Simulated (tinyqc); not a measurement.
Precursor delivery and alloy composition in metal-organic vapour-phase epitaxy: one step, computed by the program tinyqc.

Carrier gas leaves each bubbler saturated. Group-III species cross a boundary layer and react at the surface; element 2 can also desorb. The film is (1)_(1-x) (2)_x V with a zinc-blende cell.

Problem. Transport to the surface. Partial pressure p_i = p F_i/(44615 x total flow in slm); density n_i = p_i/(k_B T), 1 torr = 133.322 Pa; D = D0 (T/273.15)^1.75 (760/p), h = D/delta, the same for both; k_s = prefactor x exp(-energy/(k_B T)); arrival J_i = n_i/(1/h + 1/k_s); in layers per second g_i = J_i a^2/2 (two group-III sites per a^2 on (001)). Temperatures in kelvin are T(C) + 273.15.

Inputs (values chosen for the exercise, close to those used for AlGaAs from TMAl and TMGa):
```
quantity,value,unit
source 1: bath temperature,19,C
source 2: bath temperature,-10,C
total flow,24,slm
reactor pressure p,40,torr
diffusivity D0 at 273.15 K and 760 torr,0.41,cm^2/s
boundary layer delta,1.3,cm
prefactor of the surface rate k_s,1.3e+13,cm/s
energy of k_s,1.84,eV
lattice constant a,5.655,angstrom
growth temperature T,650,C
```

molar flows (micromol/min): F1 14.07303, F2 5.712492

Constants: k_B = 1.380649e-23 J/K; k_B = 8.617333262e-05 eV/K.

Give: densities; h; k_s; arrival rates.

Solution.

densities (1/cm^3): n1 5.499e+12, n2 2.232e+12

h = 50.48 cm/s

k_s = 1172 cm/s

arrival rates (layers/s): g1 0.4255, g2 0.1727

Growth is transport-limited. Caution: trimethylaluminium is largely a dimer in the vapour, which would double its metal flow; it is counted as a monomer here.
